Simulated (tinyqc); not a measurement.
Bound state in one dimension: Numerov shooting, finite differences, DVR, step by step. Computed by tinyqc, a small Python program that keeps every step. Settings: points = 64. Command: `OMP_NUM_THREADS=1 python tinyqc.py 28660 28661 out.jsonl` (the two numbers bound the seeds that draw the settings). One thread of a shared host (Intel(R) Xeon(R) Processor @ 2.60GHz), about 0.01 s of CPU time with the checks.

## Numerov steps at E = 0.1

One particle of mass 1 in V = 5.54 (x^2 - 2.07^2)^2 / 2.07^4 (atomic units), psi = 0 at both ends:
```
parameter,value
left end,-3.400000
right end,3.400000
intervals,64
h,0.106250
state sought (nodes),0
```

k_i = 2 m (E - V_i); (1 + h^2 k_(i+1)/12) y_(i+1) = 2 (1 - 5 h^2 k_i/12) y_i - (1 + h^2 k_(i-1)/12) y_(i-1), from y_0 = 0, y_1 = 0.001.

Points along the way:
```
i,x,V,k,y
0,-3.4000,15.9701,-31.7401,0.0000
1,-3.2938,13.0002,-25.8004,0.0010
2,-3.1875,10.4155,-20.6311,0.0023
3,-3.0812,8.1879,-16.1757,0.0041
4,-2.9750,6.2900,-12.3799,0.0067
5,-2.8687,4.6955,-9.1911,0.0102
21,-1.1687,2.5708,-4.9417,0.1746
22,-1.0625,3.0054,-5.8108,0.2107
23,-0.9563,3.4278,-6.6556,0.2609
24,-0.8500,3.8293,-7.4585,0.3308
25,-0.7438,4.2019,-8.2039,0.4289
26,-0.6375,4.5389,-8.8779,0.5671
```

## Bisection on the node count

With more sign changes than the state has nodes (the last point included) the energy is too high, else too low; the bracket starts as 0.1 to 12.

Trials:
```
trial,E,sign changes,y at the right end,next
1,6.050000,4,3.07e-03,lower
2,3.075000,2,7.20e+00,lower
3,1.587500,2,3.70e-01,lower
4,0.843750,0,5.91e+02,raise
5,1.215625,0,5.77e+01,raise
6,1.401563,0,7.22e+00,raise
7,1.494531,0,7.47e-01,raise
8,1.541016,0,7.24e-03,raise
9,1.564258,2,7.28e-02,lower
10,1.552637,2,8.49e-03,lower
11,1.546826,1,-3.50e-04,lower
12,1.543921,0,1.35e-03,raise
13,1.545374,1,-1.95e-05,lower
14,1.544647,0,5.34e-04,raise
...,...,...,...,...
29,1.545341,1,-1.33e-08,lower
30,1.545341,1,-6.63e-09,lower
31,1.545341,1,-3.30e-09,lower
```

eigenvalue = 1.545341 hartree

## The same grid by other methods

Three-point finite differences and the sine-DVR kinetic matrix of Colbert and Miller on the same points.

Lowest levels (hartree):
```
state,finite differences,DVR
0,1.5422,1.5454
1,1.5447,1.5478
2,4.2338,4.2440
```
